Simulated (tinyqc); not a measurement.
Inside a calculation. Method: RHF in the sto-3g basis, for H6, spin multiplicity 1. One step of it, computed by the program tinyqc.

Question. Iteration 3: DIIS coefficients. Solve [B -1; -1 0][c; lambda] = [0; -1] for the coefficients, which sum to one.

B (overlaps of the stored error matrices):
```
,1,2
1,2.2767813e+00,4.1242207e-01
2,4.1242207e-01,3.1867232e-01
```

Give: DIIS coefficients.

Answer.

DIIS coefficients: -0.0529  1.0529
